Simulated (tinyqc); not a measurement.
# Inputs raised by 5 %, one at a time

Model: strain-driven roughening and islands of a mismatched epitaxial film. Computed by tinyqc, a small Python program. Command: `OMP_NUM_THREADS=1 python tinyqc.py 3031253 3031254 out.jsonl island sens`. One thread of a shared host (Intel(R) Xeon(R) Processor @ 2.30GHz), about 0.01 s of CPU time with the checks.

Film and substrate share isotropic elastic constants; the film is coherent and biaxially strained.

Inputs (values chosen for the exercise, modelled on InAs on InP):
```
quantity                                     value     unit
misfit |f|                                  0.0332        -
shear modulus G                               29.4      GPa
Poisson ratio nu                               0.3        -
surface energy gamma                          0.71    J/m^2
contact angle of the shallow shape theta_1    10.4  degrees
contact angle of the steep shape theta_2      28.4  degrees
facet energy of shape 1 over gamma          0.9981        -
facet energy of shape 2 over gamma            1.01        -
wetting energy gamma_s - gamma               0.099    J/m^2
decay length of wetting delta                 0.43       nm
```

Constants: e = 1.602176634e-19 C.

Method:
- M = 2 G (1 + nu)/(1 - nu); stress = M f; energy density w = M f^2.
- The surface energy depends on thickness as gamma + (gamma_s - gamma) exp(-h/delta). Its curvature adds W2 = (gamma_s - gamma) exp(-h/delta)/delta^2 to the restoring terms; the flat film is stable while W2 > (1 + nu)^2 w^2/gamma, which gives h_c = delta ln[(gamma_s - gamma) gamma/(delta^2 (1 + nu)^2 w^2)], or 0 if negative.
- Shallow faceted island (Tersoff form): E = 4 Gam V^(2/3) tan^(1/3)(theta) - 6 c V tan(theta), Gam = gamma [x/sin(theta) - 1/tan(theta)], x the facet energy over gamma, c = stress^2 (1 - nu)/(2 pi G).
- The barrier is the maximum of E, at V_c = [4 Gam/(9 c)]^3 / tan^2(theta) (1 GPa nm = 1 J/m^2).

Runs; columns: (1) input moved; (2) from; (3) to; (4) wetting-layer thickness h_c (nm); (5) barrier, shape 1 (eV); (6) critical volume, shape 1 (nm^3); (7) barrier, shape 2 (eV):
```
(1)                                                      (2)      (3)     (4)      (5)     (6)     (7)
base run                                                   -        -  1.1793  0.67365  3.9356   9.029
misfit |f|                                            0.0332  0.03486  1.0954  0.55421  2.9368   7.428
Poisson ratio nu                                         0.3    0.315  1.1409  0.61615  3.4427   8.259
contact angle of the shallow shape theta_1 (degrees)    10.4    10.92  1.1793  0.76981  4.2784   9.029
contact angle of the steep shape theta_2 (degrees)      28.4    29.82  1.1793  0.67365  3.9356   9.718
wetting energy gamma_s - gamma (J/m^2)                 0.099  0.10395  1.2003  0.67365  3.9356   9.029
decay length of wetting delta (nm)                      0.43   0.4515  1.1942  0.67365  3.9356   9.029
facet energy of shape 2 over gamma                      1.01   1.0605  1.1793  0.67365  3.9356  24.114
```

Exponents ln(y'/y) / ln(x'/x):
```
input                                       wetting-layer thickness h_c  barrier, shape 1  critical volume, shape 1  barrier, shape 2
misfit |f|                                                       -1.513            -4.000                    -6.000            -4.000
Poisson ratio nu                                                 -0.678            -1.828                    -2.743            -1.828
contact angle of the shallow shape theta_1                        0.000             2.735                     1.712             0.000
contact angle of the steep shape theta_2                          0.000             0.000                     0.000             1.507
wetting energy gamma_s - gamma                                    0.361             0.000                     0.000             0.000
decay length of wetting delta                                     0.257             0.000                     0.000             0.000
facet energy of shape 2 over gamma                                0.000             0.000                     0.000            20.134
```

Among the inputs moved here: wetting-layer thickness h_c answers most in size to misfit |f| (exponent -1.513), next to Poisson ratio nu (-0.678); its exponent is below 0.0005 for contact angle of the shallow shape theta_1, contact angle of the steep shape theta_2, facet energy of shape 2 over gamma. barrier, shape 1 answers most in size to misfit |f| (exponent -4.000), next to contact angle of the shallow shape theta_1 (+2.735); its exponent is below 0.0005 for contact angle of the steep shape theta_2, wetting energy gamma_s - gamma, decay length of wetting delta, facet energy of shape 2 over gamma. Its exponent -4.000 in misfit |f|: Gam^3/c^2. Critical volume, shape 1 answers most in size to misfit |f| (exponent -6.000), next to Poisson ratio nu (-2.743); its exponent is below 0.0005 for contact angle of the steep shape theta_2, wetting energy gamma_s - gamma, decay length of wetting delta, facet energy of shape 2 over gamma. Its exponent -6.000 in misfit |f|: (Gam/c)^3. barrier, shape 2 answers most in size to facet energy of shape 2 over gamma (exponent +20.134), next to misfit |f| (-4.000); its exponent is below 0.0005 for contact angle of the shallow shape theta_1, wetting energy gamma_s - gamma, decay length of wetting delta.

Caution (all rows): a critical island of a few cubic nanometres holds a few hundred atoms at most, and edge energies, left out here, matter.
